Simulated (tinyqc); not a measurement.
Active against total: solid solubility of a dopant against its melt (retrograde solidus), clustering and the electrically active fraction. Computed by tinyqc, a small Python program. Command: `OMP_NUM_THREADS=1 python tinyqc.py 3007955 3007956 out.jsonl retro walk`. One thread of a shared host (Intel(R) Xeon(R) Processor @ 2.30GHz), about 0.01 s of CPU time with the checks.

Inputs (values chosen for the exercise, of the order of those of gallium in silicon for the solubility): atoms per cluster m = 3; cluster scale N* at 1273 K = 5.8e+20 1/cm^3; activation energy E_b of the cluster scale = 0.54 eV; anneal temperature T_a = 1325 K; prefactor of n_i = 3.98e+16 1/(cm^3 K^1.5); energy E_i in n_i = 0.602 eV.

Clustering: clusters that take up free electrons.

Constants: k_B = 8.617333262e-05 eV/K.

Method. A highly soluble donor (another dopant than that of the solidus) is limited by clustering. Donors N_a are active, and clusters hold m atoms each: N_t = N_a + m C, m C = N* (N_a/N*)^m (n/N*)^m, each atom taking one electron, n = N_a/2 + sqrt(N_a^2/4 + n_i^2), n_i = prefactor x T^1.5 exp(-E_i/(k_B T)), with N*(T) = N*(1273 K) exp[-(E_b/k_B)(1/T - 1/1273)].

Active density (1/cm^3):
```
N_t (1/cm^3)  N_a at T_a  fraction  N_a at T_a + 150 K  N_a at T_a - 150 K
1.00e+19      1.0000e+19   1.00000          1.0000e+19          1.0000e+19
3.00e+19      3.0000e+19   1.00000          3.0000e+19          3.0000e+19
1.00e+20      9.9994e+19   0.99994          9.9999e+19          9.9882e+19
2.00e+20      1.9963e+20   0.99815          1.9997e+20          1.9372e+20
5.00e+20      4.5108e+20   0.90216          4.9249e+20          3.3429e+20
1.00e+21      6.3160e+20   0.63160          8.2934e+20          4.1278e+20
2.00e+21      7.7198e+20   0.38599          1.0953e+21          4.8350e+20
5.00e+21      9.4218e+20   0.18844          1.3801e+21          5.7791e+20
```

What follows from these numbers?

The exponent d ln N_a/d ln N_t falls from 1.00 to 0.22, towards 1/(2m) = 0.167. At the highest dose a 150 K hotter anneal gives 1.46 times the active density, and a later step 150 K cooler would cut it to 0.61 if it ran to equilibrium: short hot anneals come last.

Extremes, crossings and ranges named in words are read from the listed rows.
